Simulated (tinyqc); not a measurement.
What each parameter does: two-band k.p model of the X valleys of a zinc-blende crystal.

k along the valley axis, counted from X, c = hbar^2/2m0, e = c k^2/ml. H = [[e - D/2, i P k], [-i P k, e + D/2]] with P^2 = D0 c/ml, so E = e -/+ sqrt(D^2/4 + D0 e). For D = 0 (diamond lattice) the bands cross at X.

With x = D/D0: for x < 1 the minima lie at k_m = sqrt(ml D0 (1 - x^2)/(4 c)), the hump at X has the height dE = (D0/4)(1 - x)^2 and the mass at the minimum is ml/(1 - x^2); the mass at X is ml/(1 - 1/x), negative for x < 1. For x > 1 the minimum is at X.

Thermal masses along the axis for one X point, lower band, E from the minimum, on 1601 points from -0.8 to 0.8 1/angstrom: density-of-states mass m_d = c I^2/(pi kT), I = integral of exp(-E/kT) dk; conductivity mass m_c = 2 c kT/<(dE/dk)^2> with central differences.

Constants: hbar^2/2m0 = 3.80998211 eV angstrom^2; kB = 8.617333262e-05 eV/K.

Values chosen for the exercise (of the order of those of GaP; the results hold for these values, not for the real material):
- D = 0.332 eV (splitting of the two conduction levels at X)
- D0 = 0.37 eV (coupling energy)
- ml = 0.841 m0 (mass along the axis from remote bands)
- T = 150 K (temperature)

Shape of the lower band and thermal masses. Each row changes one parameter from the base and keeps the others.

Results:
```
case            k_m (1/angstrom)  dE (meV)  m_d (m0)  m_c (m0)
base                      0.0631     0.976     6.967     3.169
D = 0.342 eV              0.0545     0.530     6.698     3.190
D0 = 0.3811 eV            0.0712     1.581     7.261     3.160
ml = 0.8158 m0            0.0621     0.976     6.758     3.074
T = 145.5 K               0.0631     0.976     7.075     3.202
```

The largest shifts from the base row, up to three for each result and ties (the steps differ in size, so this ranks the rows, not the parameters). k_m (1/angstrom): D -0.0085, D0 +0.0081, ml -0.0010; unchanged at the printed digits by T. dE (meV): D0 +0.606, D -0.446; unchanged at the printed digits by ml and T. m_d (m0): D0 +0.294, D -0.269, ml -0.209. m_c (m0): ml -0.095, T +0.033, D +0.020.

Program tinyqc; command `OMP_NUM_THREADS=1 python tinyqc.py 1880107 1880108 out.jsonl`; about 0.01 s on one thread of a shared Intel(R) Xeon(R) Processor @ 2.30GHz.
